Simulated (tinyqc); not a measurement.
Threshold of a short bulk MOSFET: charge sharing, barrier lowering, narrow width: two steps of the calculation.

n-channel device on a p-type body, depletion approximation, full ionisation. Uniform doping N = Na. Vbi from Boltzmann statistics is rough for the degenerate source. Cox = eps0 eox/tox.

Values chosen for this exercise; band and dielectric values close to those of silicon:
- T = 250 K (temperature)
- Eg = 1.11 eV (band gap)
- eps_r = 11.9 (relative permittivity)
- Nc = 2.16e19 cm^-3 (conduction-band density of states at T)
- Nv = 2.02e19 cm^-3 (valence-band density of states at T)
- eox = 3.9 (relative permittivity of the gate insulator (close to silicon dioxide))
- tox = 5.5 nm (insulator thickness)
- Na = 5e16 cm^-3 (channel doping)
- Nsd = 1e20 cm^-3 (source and drain doping)
- Vfb = -0.86 V (flat-band voltage for the doping Na)
- xj = 26 nm (junction depth)
- Vbs = -0.5 V (body-source voltage)
- Vds = 0.5 V (drain-source voltage)
- W = 790 nm (gate width)
- xw = 0.7854 (shape factor of the fringing depletion at the width edges)
- L = 550 nm (channel length)

Constants: q = 1.602176634e-19 C, kB = 1.380649e-23 J/K, Vt = kB T/q, eps0 = 8.8541878128e-14 F/cm where lengths are in cm. Results are converted to the units shown.

Problem 1. Long-channel threshold and scales. ni = sqrt(Nc Nv) exp(-Eg/(2 Vt)), Eg in volts; 2 pB = 2 Vt ln(N/ni); flat band Vfb - Vt ln(N/Na); Wd = sqrt(2 eps0 eps_r (2 pB - Vbs)/(q N)); body term q N Wd/Cox; long-channel VT0 = flat band + 2 pB + body term; Vbi = Vt ln(N Nsd/ni^2); scale length l = sqrt((eps_r/eox) tox Wd).

Wanted: N; 2 pB; flat band; Wd; body term; VT0; Vbi; l.

Solution 1.

N = 5.0000e16 cm^-3
2 pB = 0.84998 V
flat band = -0.86000 V
Wd = 188.45 nm
body term = 0.24044 V
VT0 = 0.23042 V
Vbi = 1.0137 V
l = 56.236 nm

Problem 2. Short-channel and narrow-width shifts. Charge sharing (trapezoid; it ignores Vds): F = (xj/L)(sqrt(1 + 2 Wd/xj) - 1), lowering = body term times F. Barrier lowering: th = exp(-L/(2 l)) + 2 exp(-L/l), lowering = th [2 (Vbi - 2 pB) + Vds], DIBL = th. Narrow width: rise = body term times xw Wd/W. VT by each model = VT0 - lowering + rise.

2 pB = 0.84997541 V
Wd = 188.44541 nm
body term = 0.24044476 V
VT0 = 0.23042017 V
Vbi = 1.0137242 V
l = 56.236115 nm

Give: F; lowering by charge sharing; th; lowering of the barrier; DIBL; narrow-width rise; VT, charge sharing; VT, barrier lowering.

Solution 2.

F = 0.1388
lowering by charge sharing = 33.38 mV
th = 0.007634
lowering of the barrier = 6.317 mV
DIBL = 7.634 mV/V
narrow-width rise = 45.05 mV
VT, charge sharing = 0.2421 V
VT, barrier lowering = 0.2692 V

L is 9.78 scale lengths. The charge-sharing lowering is 5.28 times the barrier lowering; the first falls off as 1/L and the second exponentially. Both describe the same loss of gate control, so they are alternatives and are not added.

Computed by the program tinyqc: `OMP_NUM_THREADS=1 python tinyqc.py 2002139 2002140 out.jsonl`, one thread of a shared Intel Xeon 2.30GHz, about 0.01 s for the whole run.
